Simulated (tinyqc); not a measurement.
Van der Pauw, Hall and four-point-probe measurements on a doped layer: two steps of the calculation.

A uniform p-type layer with sheet resistance Rs = 1/(q ns mu), point contacts, low field (mu B small).

Values chosen for this exercise: sheet density of the layer ns = 1.4e14 cm^-2; drift mobility mu = 50 cm^2/(V s); Hall factor rH = 1.1; magnetic field B = 2 T; current I = 50 uA; side ratio a/b of a rectangular sample with corner contacts ar = 1.54.

Constants: q = 1.602176634e-19 C. Results are converted to the units shown.

Task 1. Resistances and Hall voltage. Rs = 1/(q ns mu). For a rectangle with contacts at the corners, RA = (8 Rs/pi) sum_(k>=0) ln coth((2k + 1) pi a/(2 b)) with current along a short side b and voltage along the opposite one, RB the same with a and b exchanged; Hall voltage VH = rH B I/(q ns), negative for electrons.

Find: Rs; RA; RB; VH.

Result 1.

Rs = 891.6 ohm/square
RA = 35.98 ohm
RB = 604.0 ohm
VH = 0.4904 mV

RB/RA = 16.8; for a square both equal Rs ln 2/pi = 197 ohm.

Task 2. New z. The van der Pauw equation exp(-pi RA z) + exp(-pi RB z) = 1 is solved for z = 1/Rs: e1 = exp(-pi RA z), e2 = exp(-pi RB z), f = e1 + e2 - 1, f' = -pi (RA e1 + RB e2), z(new) = z - f/f'.

z after iteration 1 = 1.0058243 mS
RA = 35.979774 ohm
RB = 603.99434 ohm

Give: e1; e2; f; f'; z after iteration 2.

Result 2.

e1 = 0.8925
e2 = 0.1483
f = 0.04083
f' = -0.3823 kohm
z after iteration 2 = 1.113 mS

Numbers from tinyqc (`OMP_NUM_THREADS=1 python tinyqc.py 2850160 2850161 out.jsonl`; about 0.01 s on one thread of a shared Intel Xeon 2.30GHz).
